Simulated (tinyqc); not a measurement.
# Two-band model of a narrow-gap semiconductor with electrons and holes, step by step

A worked calculation. Computed by tinyqc, a small Python program that keeps every step. Command: `OMP_NUM_THREADS=1 python tinyqc.py 3022753 3022754 out.jsonl bipolar walk`. One thread of a shared host (Intel(R) Xeon(R) Processor @ 2.30GHz), about 0.07 s of CPU time with the checks. Intermediate numbers are printed to about 7 digits and carried at full precision; extremes and crossings named in words are read from the listed rows.

Two parabolic bands with acoustic scattering (r = -1/2, a = 0), a gap that does not change with T, and fully ionised dopants. Melting is ignored, so values above the melting point are formal, and kappa_L does not change with T. eta_n = (E_F - E_c)/(k_B T), eta_p = -eta_n - E_g/(k_B T).

Inputs (values chosen for the exercise, for a model material):
```
quantity                                value        unit
electron mass m_n                        0.56         m_0
hole mass m_p                            0.12         m_0
electron mobility parameter mu_300,n      700  cm^2/(V s)
hole mobility parameter mu_300,p          180  cm^2/(V s)
temperature exponent p                    1.5           -
band gap E_g                             0.35          eV
net doping N                          7.9e+17      1/cm^3
lattice thermal conductivity kappa_L      1.4     W/(m K)
temperature T                             280           K
```

Doping: p-type.

Constants: k_B = 8.617333262e-05 eV/K; m_0 = 9.1093837015e-31 kg; k_B = 1.380649e-23 J/K; hbar = 1.054571817e-34 J s; e = 1.602176634e-19 C.

## Fermi level

With x = E/(k_B T), a = alpha k_B T (0 for a parabolic band), G = x (1 + a x), D = 1 + 2 a x and <y> = int y f (1 - f) dx, f = 1/(1 + exp(x - eta)): tau = tau_0 G^r/D; transport function s = G^(3/2 + r)/D^2; n = N_0 <G^(3/2)> with N_0 = (2 m k_B T)^(3/2)/(3 pi^2 hbar^3). Integrals over x = E/(k_B T) use 160 Gauss-Legendre points in u = sqrt(x) from 0 to sqrt(max(eta, 0) + 32). Neutrality: p - n = N, with n = N_0(m_n) <x^(3/2)> at eta_n and p = N_0(m_p) <x^(3/2)> at eta_p.

eta_n = -14.62473

eta_p = 0.1190791

## Each band alone

sigma = e mu_0 N_0 <s> with mu_0 = e tau_0/m = mu_300 (T/300 K)^(-p); |S| = (k_B/e)(<x s>/<s> - eta); Lorenz number L = (k_B/e)^2 (<x^2 s>/<s> - (<x s>/<s>)^2); kappa_e = L sigma T; zT = S^2 sigma T/(kappa_L + kappa_e). Hall factor r_H = <x^(3/2)> <x^(1/2)>/<s>^2.

Partial coefficients:
```
band       sigma (S/cm)  |S| (microvolt/K)  L (1e-8 V^2/K^2)  density (1/cm^3)  Hall factor
electrons  3.949918e-04           1432.608          1.485169      4.221541e+12     1.178097
holes          17.07363           197.3020          1.624116      7.900042e+17     1.131636
```

The minority carriers have the larger |S|, since the Fermi level lies farther from their band; they carry 0.0023 % of the conductivity.

## Both bands together

Both bands together (these totals replace the one-band zT): sigma = sigma_n + sigma_p; S = (sigma_p |S_p| - sigma_n |S_n|)/sigma; kappa_bip = (sigma_n sigma_p/sigma)(|S_n| + |S_p|)^2 T; kappa_e = (L_n sigma_n + L_p sigma_p) T; zT = S^2 sigma T/(kappa_L + kappa_e + kappa_bip); weak-field R_H = (r_p sigma_p^2/p - r_n sigma_n^2/n)/(e sigma^2), where the Hall factors r_n and r_p are <x^(3/2)> <x^(1/2)>/<s>^2.

conductivity sigma = 17.07402 S/cm

Seebeck coefficient S = 197.2643 microvolt/K

bipolar thermal conductivity = 2.938078e-05 W/(m K)

kappa_e = 0.007764436 W/(m K)

zT = 0.01321453

Hall coefficient R_H = 8.939263 cm^3/C

The minority band lowers |S| by less than the digits shown, at 197 microvolt/K, and bipolar flow adds 0.0021 % of the thermal conductivity.

## The maximum of |S| and the Goldsmid-Sharp gap

T_max maximises |S| of the majority sign between 150 and 1200 K; the Goldsmid-Sharp estimate is E_g = 2 e |S_max| T_max.

T_max = 411.1431 K

|S_max| = 232.8281 microvolt/K

Goldsmid-Sharp gap = 0.1914513 eV

estimate over true gap = 0.5470038

The estimate is 0.55 times the true gap. The weighted-mobility ratio of majority to minority carriers, mu m^(3/2), is 0.0255; a ratio below 1 brings the onset forward and lowers the estimate.

## Against temperature

The formulas are those given above.

The same sample:
```
T (K)    n (1/cm^3)    p (1/cm^3)  sigma (S/cm)  S (microvolt/K)  kappa_bip (W/(m K))            zT  R_H (cm^3/C)
150    1.446654e+06  7.900000e+17      38.46178         129.9576         3.957950e-11  6.908874e-03      8.616362
200    3.846373e+09  7.900000e+17      26.70478         159.7131         5.522310e-08  9.668625e-03      8.778656
250    4.995120e+11  7.900005e+17      19.89493         184.3577         4.418860e-06  1.200445e-02      8.890027
300    1.405208e+13  7.900141e+17      15.54117         205.1797         8.469192e-05  1.394423e-02      8.964626
350    1.629321e+14  7.901629e+17      12.57335         222.2449         7.160488e-04  1.544087e-02      8.975457
400    1.076123e+15  7.910761e+17      10.49038         232.3652         3.609752e-03  1.606621e-02      8.740431
500    1.645553e+16  8.064555e+17       8.38403         183.3843         3.345695e-02  9.790528e-03      4.972159
600    1.015219e+17  8.915219e+17       9.58364         -18.0095         1.100336e-01  1.227975e-04     -3.425944
750    5.186427e+17  1.308643e+18      17.92255        -233.7342         2.165264e-01  4.486526e-02     -4.572579
900    1.326437e+18  2.116437e+18      29.83676        -282.1755         3.060038e-01  1.224241e-01     -2.595582
1050   2.494859e+18  3.284859e+18      42.17564        -289.4330         3.978292e-01  1.989455e-01     -1.562844
1200   3.996872e+18  4.786872e+18      53.88833        -287.5990         4.923156e-01  2.687516e-01     -1.032682
```

Among the rows where S keeps the majority sign, zT is largest at 400 K and |S| at 400 K. Among these rows sigma is least at 500 K; at higher T thermal pairs outweigh the falling mobility. R_H changes sign between 500 and 600 K. S changes sign between 500 and 600 K. kappa_bip reaches 0.492 W/(m K) at the last row, 0.352 times kappa_L.

Checks made by the program: neutrality (relative difference below 1e-10).
